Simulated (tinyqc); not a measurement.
Vibrations of a mass or spring defect in a linear chain: one step, computed by the program tinyqc.

A ring of N atoms with nearest-neighbour springs k and motion along the chain. Atom 1 is the defect, of mass M', and its two springs are k'. Odd sites are A (the defect replaces an A atom), even sites B.

Task: Dynamical matrix of the ring. D_ii = (sum of the two springs at i)/M_i, D_ij = -k_ij/sqrt(M_i M_j) for neighbours, closed into a ring.

Inputs (values chosen for the exercise, for a model chain):
```
quantity,value,unit
spring constant k,9.37,eV/angstrom^2
mass M_A,13.4,u
mass M_B,5.74,u
defect mass M',19,u
spring ratio k'/k at the defect,1,-
atoms in the ring N,12,-
```

Host: diatomic.

Give: D.

Result:

D (eV/(angstrom^2 u)), lower triangle (symmetric):
```
,1,2,3,4,5,6,7,8,9,10,11,12
1,0.986
2,-0.897,3.265
3,0.000,-1.068,1.399
4,0.000,0.000,-1.068,3.265
5,0.000,0.000,0.000,-1.068,1.399
6,0.000,0.000,0.000,0.000,-1.068,3.265
7,0.000,0.000,0.000,0.000,0.000,-1.068,1.399
8,0.000,0.000,0.000,0.000,0.000,0.000,-1.068,3.265
9,0.000,0.000,0.000,0.000,0.000,0.000,0.000,-1.068,1.399
10,0.000,0.000,0.000,0.000,0.000,0.000,0.000,0.000,-1.068,3.265
11,0.000,0.000,0.000,0.000,0.000,0.000,0.000,0.000,0.000,-1.068,1.399
12,-0.897,0.000,0.000,0.000,0.000,0.000,0.000,0.000,0.000,0.000,-1.068,3.265
```
